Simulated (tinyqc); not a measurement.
Worked calculation: Ewald sum of point charges, fluorite lattice. Computed by tinyqc, a small Python program that keeps every step. Command: `OMP_NUM_THREADS=1 python tinyqc.py 23998 23999 out.jsonl` (the two numbers bound the seeds that draw the settings). One thread of a shared host (Intel(R) Xeon(R) Processor @ 2.60GHz), about 0.06 s of CPU time with the checks.

## Ewald sum with eta = 0.421 1/bohr

cell vectors (rows) (bohr):
```
          1         2         3
1  0.000000  4.715000  4.715000
2  4.715000  0.000000  4.715000
3  4.715000  4.715000  0.000000
```

Charges:
```
q                f1        f2        f3
4.000000   0.000000  0.000000  0.000000
-2.000000  0.250000  0.250000  0.250000
-2.000000  0.750000  0.750000  0.750000
```

Real space: 1/2 sum q_i q_j erfc(eta r)/r over all images with r > 0; reciprocal space: (2 pi/V) sum_(G != 0) exp(-G^2/4 eta^2)/G^2 |S(G)|^2 with S(G) = sum q exp(i G.r); self term -eta/sqrt(pi) sum q^2; background -pi Q^2/(2 V eta^2), Q the total charge.

Real-space shells (first ones):
```
r (bohr)   pairs  sum (hartree)
4.083310      16      -0.235911
4.715000      12       0.025435
6.668017      36       0.001552
7.818943      48      -0.000079
8.166620      16       4.55e-06
9.430000      18       1.51e-07
10.276104     48      -1.77e-08
10.543061     48       3.14e-09
11.549344     72       1.53e-10
12.249929     64              0
13.336034     36              0
13.947158     96              0
```

Reciprocal shells (first ones that count):
```
G^2 (1/bohr^2)  vectors  sum (hartree)
1.331857              8       0.440142
1.775809              6       0.529445
4.883476             24       0.002403
5.327428              8       0.001570
8.435094             24       0.000009
8.879047             24       0.000019
11.986713            32       5.81e-08
15.538332            48       4.49e-10
15.982284            30       5.83e-10
```

## The total does not depend on eta

The same sums for other eta.

Totals (hartree per cell):
```
eta            real  reciprocal       self  background        total
0.421000  -0.208999    0.973590  -5.700572    0.000000  -4.93598101
0.547000  -0.023481    2.494181  -7.406681    0.000000  -4.93598101
0.679000  -0.001352    4.259404  -9.194033    0.000000  -4.93598101
```

shortest distance = 4.083310 bohr

Madelung constant -E d / (formula units |q+ q-|) = 2.519392
